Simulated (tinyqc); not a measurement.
From results back to parameters: sp3s* tight binding. Three cases, with inputs chosen for the exercise.

Problem. For a crystal of one element and without spin-orbit coupling the levels at Gamma are Es -/+ |Vss| and Ep -/+ Vxx, and the upper valence level at X is Ep - Vxy. The levels below come from hidden parameters.

Case 1.

s levels at Gamma (eV): -12.5580  4.0940

p levels at Gamma (eV): -0.0040  3.4500

upper valence level at X = -2.8250 eV

Case 2.

s levels at Gamma (eV): -27.5680  18.3600

p levels at Gamma (eV): 0.0070  7.7850

upper valence level at X = -7.9180 eV

Case 3.

s levels at Gamma (eV): -27.2150  18.1070

p levels at Gamma (eV): 0.0070  7.6950

upper valence level at X = -7.8040 eV

Find: Es, |Vss|, Ep, Vxx, Vxy.

Solution. Means give the levels and half the splittings give the couplings; Vxy = Ep - E(X).

Case 1.

Es, |Vss|, Ep, Vxx, Vxy (eV): -4.232  8.326  1.723  1.727  4.548

Case 2.

Es, |Vss|, Ep, Vxx, Vxy (eV): -4.604  22.964  3.896  3.889  11.814

Case 3.

Es, |Vss|, Ep, Vxx, Vxy (eV): -4.554  22.661  3.851  3.844  11.655

Computed by tinyqc, one run a case: `OMP_NUM_THREADS=1 python tinyqc.py N N+1 out.jsonl` with N = 1480727, 1480767, 1480808; one thread of a shared Intel(R) Xeon(R) Processor @ 2.30GHz, about 0.2 s a run at most.
